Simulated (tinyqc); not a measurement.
Worked calculation: RHF in the sto-3g basis, for H3+, spin multiplicity 1. Computed by tinyqc, a small Python program that keeps every step (integrals from PySCF). Settings: charge = 1, multiplicity = 1, basis = sto-3g, energy threshold = 1e-08, iteration cap = 72, orthogonalisation = canonical, start = core, DIIS depth = 0, shift = 0.2, method = RHF. Command: `OMP_NUM_THREADS=1 python tinyqc.py 30089 30090 out.jsonl` (the two numbers bound the seeds that draw the settings). One thread of a shared host (Intel(R) Xeon(R) Processor @ 2.60GHz), about 0.03 s of CPU time with the checks. Later iterations appear only in the table of the cycle.

## One-electron integrals

Geometry (angstrom):
```
atom       x       y       z
H     0.0000  0.0000  0.0000
H     0.0000  0.0000  1.4400
H     0.0000  1.2470  0.7200
```

Basis sto-3g: exponents (1/bohr^2) and contraction coefficients of normalised primitives:
```
element  l (shell)  exponent  coefficient
H            s (1)    3.4253       0.1543
H            s (1)    0.6239       0.5353
H            s (1)    0.1689       0.4446
```

Overlap, kinetic and nuclear-attraction integrals over the contracted functions; the nuclear repulsion is the sum of Za Zb / Rab.

nuclear repulsion = 1.102486 hartree

overlap S, order 1H 1s, 2H 1s, 3H 1s:
$$\begin{pmatrix}
1.0000 & 0.2796 & 0.2796 \\
0.2796 & 1.0000 & 0.2796 \\
0.2796 & 0.2796 & 1.0000
\end{pmatrix}$$

kinetic energy T (hartree), order 1H 1s, 2H 1s, 3H 1s:
$$\begin{pmatrix}
0.7600 & 0.0153 & 0.0153 \\
0.0153 & 0.7600 & 0.0153 \\
0.0153 & 0.0153 & 0.7600
\end{pmatrix}$$

nuclear attraction V (hartree), order 1H 1s, 2H 1s, 3H 1s:
$$\begin{pmatrix}
-1.9578 & -0.4836 & -0.4837 \\
-0.4836 & -1.9578 & -0.4837 \\
-0.4837 & -0.4837 & -1.9578
\end{pmatrix}$$

core Hamiltonian H = T + V (hartree), order 1H 1s, 2H 1s, 3H 1s:
$$\begin{pmatrix}
-1.1977 & -0.4683 & -0.4684 \\
-0.4683 & -1.1977 & -0.4684 \\
-0.4684 & -0.4684 & -1.1977
\end{pmatrix}$$

## Two-electron integrals

Functions are numbered as in S; the eight-fold symmetry (ij|kl) = (ji|kl) = (kl|ij) leaves the list below.

Two-electron integrals (ij|kl) in chemists' order, unique and non-zero (hartree):
```
(11|11) 0.7746   (21|11) 0.1525   (21|21) 0.0450   (22|11) 0.3586
(22|21) 0.1525   (22|22) 0.7746   (31|11) 0.1525   (31|21) 0.0382
(31|22) 0.1084   (31|31) 0.0450   (32|11) 0.1084   (32|21) 0.0382
(32|22) 0.1525   (32|31) 0.0382   (32|32) 0.0450   (33|11) 0.3586
(33|21) 0.1084   (33|22) 0.3586   (33|31) 0.1525   (33|32) 0.1525
(33|33) 0.7746
```

## Orthogonalisation

S = U s U^T; canonical form X = U s^(-1/2), so that X^T S X = 1. Each column of U has its largest component positive (the first on a tie).

eigenvalues of S: [0.7204, 0.7204, 1.5593]

X, order 1H 1s, 2H 1s, 3H 1s:
$$\begin{pmatrix}
-0.4810 & 0.8331 & 0.4624 \\
-0.4810 & -0.8331 & 0.4624 \\
0.9620 & 0.0000 & 0.4624
\end{pmatrix}$$

## Starting guess

The start is the orbitals of the core Hamiltonian; D = 2 C_occ C_occ^T.

D at the start, order 1H 1s, 2H 1s, 3H 1s:
$$\begin{pmatrix}
0.4275 & 0.4275 & 0.4276 \\
0.4275 & 0.4275 & 0.4276 \\
0.4276 & 0.4276 & 0.4276
\end{pmatrix}$$

## Iteration 1: building the Fock matrix

J_ij = sum D_kl (ij|kl), K_ij = sum D_kl (ik|jl); F = H + J - 0.5 K; E = tr D H + tr D J / 2 - 0.25 tr D K + E_nn.

Coulomb J (hartree), order 1H 1s, 2H 1s, 3H 1s:
$$\begin{pmatrix}
0.9914 & 0.2806 & 0.2807 \\
0.2806 & 0.9914 & 0.2807 \\
0.2807 & 0.2807 & 0.9915
\end{pmatrix}$$

exchange K (hartree), order 1H 1s, 2H 1s, 3H 1s:
$$\begin{pmatrix}
0.6632 & 0.4447 & 0.4448 \\
0.4447 & 0.6632 & 0.4448 \\
0.4448 & 0.4448 & 0.6633
\end{pmatrix}$$

Fock matrix F (hartree), order 1H 1s, 2H 1s, 3H 1s:
$$\begin{pmatrix}
-0.5379 & -0.4100 & -0.4101 \\
-0.4100 & -0.5379 & -0.4101 \\
-0.4101 & -0.4101 & -0.5379
\end{pmatrix}$$

total energy of this density = -1.137342 hartree

## Iteration 1: diagonalisation and new density

A level shift of 0.2 hartree raises the virtual space: F + shift (S - S D(s) S), with D(s) the density of one spin (D/2). Diagonalise F' = X^T F X, C = X C', fill 1 alpha and 1 beta electrons from the bottom; D = 2 C_occ C_occ^T. Each column has its largest component positive (the first on a tie).

F' = X^T F X (hartree):
$$\begin{pmatrix}
0.0225 & 0.0000 & 0.0000 \\
0.0000 & 0.0225 & 0.0000 \\
0.0000 & 0.0000 & -0.8710
\end{pmatrix}$$

orbital energies (hartree): MO1 -0.8710, MO2 0.0225, MO3 0.0225

coefficients C, order 1H 1s, 2H 1s, 3H 1s:
$$\begin{pmatrix}
0.4624 & 0.8331 & -0.4810 \\
0.4624 & -0.8331 & -0.4810 \\
0.4624 & 0.0000 & 0.9620
\end{pmatrix}$$

D after iteration 1, order 1H 1s, 2H 1s, 3H 1s:
$$\begin{pmatrix}
0.4275 & 0.4275 & 0.4276 \\
0.4275 & 0.4275 & 0.4276 \\
0.4276 & 0.4276 & 0.4276
\end{pmatrix}$$

## Iteration 2: building the Fock matrix

As before.

Coulomb J (hartree), order 1H 1s, 2H 1s, 3H 1s:
$$\begin{pmatrix}
0.9914 & 0.2806 & 0.2807 \\
0.2806 & 0.9914 & 0.2807 \\
0.2807 & 0.2807 & 0.9914
\end{pmatrix}$$

exchange K (hartree), order 1H 1s, 2H 1s, 3H 1s:
$$\begin{pmatrix}
0.6632 & 0.4447 & 0.4448 \\
0.4447 & 0.6632 & 0.4448 \\
0.4448 & 0.4448 & 0.6633
\end{pmatrix}$$

Fock matrix F (hartree), order 1H 1s, 2H 1s, 3H 1s:
$$\begin{pmatrix}
-0.5379 & -0.4101 & -0.4101 \\
-0.4101 & -0.5379 & -0.4101 \\
-0.4101 & -0.4101 & -0.5379
\end{pmatrix}$$

total energy of this density = -1.137342 hartree

## Iteration 2 (converged): orbitals

Diagonalise F' = X^T F X, C = X C', fill 1 alpha and 1 beta electrons from the bottom; D = 2 C_occ C_occ^T. Each column has its largest component positive (the first on a tie).

F' = X^T F X (hartree):
$$\begin{pmatrix}
-0.1775 & 0.0000 & 0.0000 \\
0.0000 & -0.1775 & 0.0000 \\
0.0000 & 0.0000 & -0.8710
\end{pmatrix}$$

orbital energies (hartree): MO1 -0.8710, MO2 -0.1775, MO3 -0.1775

coefficients C, order 1H 1s, 2H 1s, 3H 1s:
$$\begin{pmatrix}
0.4624 & 0.8331 & -0.4810 \\
0.4624 & -0.8331 & -0.4810 \\
0.4624 & 0.0000 & 0.9620
\end{pmatrix}$$

D after iteration 2, order 1H 1s, 2H 1s, 3H 1s:
$$\begin{pmatrix}
0.4275 & 0.4275 & 0.4276 \\
0.4275 & 0.4275 & 0.4276 \\
0.4276 & 0.4276 & 0.4276
\end{pmatrix}$$

## Convergence

Stop when the energy changes by less than 1e-08 hartree and every element of the error matrix X^T (F D S - S D F) X is below 3e-05.

Course of the cycle:
```
iteration  E (hartree)     change  largest element of the error matrix
1            -1.137342          -                             2.56e-05
2            -1.137342  -4.66e-10                             6.84e-06
```

PySCF RHF in the same basis = -1.137342 hartree

Converged in 2 iterations.

## Populations, bond orders and dipole

Mulliken: Z minus the diagonal of D S on the atom; Loewdin: the same with S^(1/2) D S^(1/2); Mayer order: 2 sum_s sum (D(s) S)_ij (D(s) S)_ji over the two atoms.

Charges (e):
```
atom  Mulliken  Loewdin
1H      0.3333   0.3333
2H      0.3333   0.3333
3H      0.3333   0.3333
```

Mayer bond orders:
```
pair   order
2-1   0.4444
3-1   0.4445
3-2   0.4445
```

dipole moment about the origin, x y z (debye): [0.0000, 1.9964, 3.4583]
